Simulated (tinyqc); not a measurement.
Resistance of a tapered via with liner, size effect and interface: two steps of the calculation.

A round via whose diameter grows from db at the bottom as D(z) = db + 2 z/tan(ang). The fill, of diameter D - 2 tl, starts above the bottom liner (thickness fb tl) and has rho = rho0 (1 + ks lam/(D - 2 tl)); the sidewall liner conducts in parallel with it. The bottom liner and the interface are crossed over the full area pi db^2/4. Spreading in the lines above and below is left out.

Values chosen for this exercise; fill metal close to molybdenum:
```
symbol    value      unit                                               meaning
db           19        nm                                diameter at the bottom
hv           60        nm                                                height
ang          86   degrees                                        sidewall angle
rho0       5.37   uohm cm                          bulk resistivity of the fill
lam        10.9        nm                            mean free path of the fill
ks            1                                              size-effect factor
tl          0.3        nm                                 liner on the sidewall
fb          0.7                   liner at the bottom over that on the sidewall
rl          310   uohm cm                              resistivity of the liner
ri      1.1e-12  ohm cm^2                   interface resistivity at the bottom
Sb       1.3e15     S/m^2  ballistic conductance per area, about 3/(4 rho0 lam)
```

Problem 1. Slices of the via. Slices between z0 = fb tl and hv, evaluated at their midpoints: conductance per length pi/4 [(D - 2 tl)^2/rho + (D^2 - (D - 2 tl)^2)/rl], slice resistance = slice height over that. 6 slices.

Give: z; D; rho; slice resistance.

Solution 1.

```
slice  z (nm)  D (nm)  rho (uohm cm)  slice resistance (ohm)
0      5.1925  19.726         8.4304                  2.9189
1      15.158  21.120         8.2225                  2.4738
2      25.122  22.513         8.0411                  2.1216
3      35.087  23.907         7.8814                  1.8384
4      45.053  25.301         7.7397                  1.6075
5      55.017  26.694         7.6131                  1.4170
```

Problem 2. Total resistance. R_fill = sum of the slices; R_bottom = rl fb tl/(pi db^2/4); R_interface = ri/(pi db^2/4); ballistic (Sharvin) limit 1/(Sb pi (db - 2 tl)^2/4); ideal cylinder rho0 hv/(pi db^2/4).

slice resistance, slice 0 to 5 (ohm): [2.9189359, 2.4737809, 2.1215604, 1.8383882, 1.6075237, 1.4169680]

Give: parts; R; shares; ballistic limit; ideal cylinder.

Solution 2.

parts (ohm): fill 12.38, bottom liner 2.296, interface 0.3880
R = 15.06 ohm
shares (%): fill 82.18, bottom liner 15.24, interface 2.58
ballistic limit = 2.893 ohm
ideal cylinder = 11.36 ohm

The fill is the largest part, and R is 1.33 times the ideal cylinder. With 2000 slices R = 15.078 ohm.

Computed by the program tinyqc: `OMP_NUM_THREADS=1 python tinyqc.py 2750190 2750191 out.jsonl`, one thread of a shared Intel Xeon 2.30GHz, about 0.01 s for the whole run.
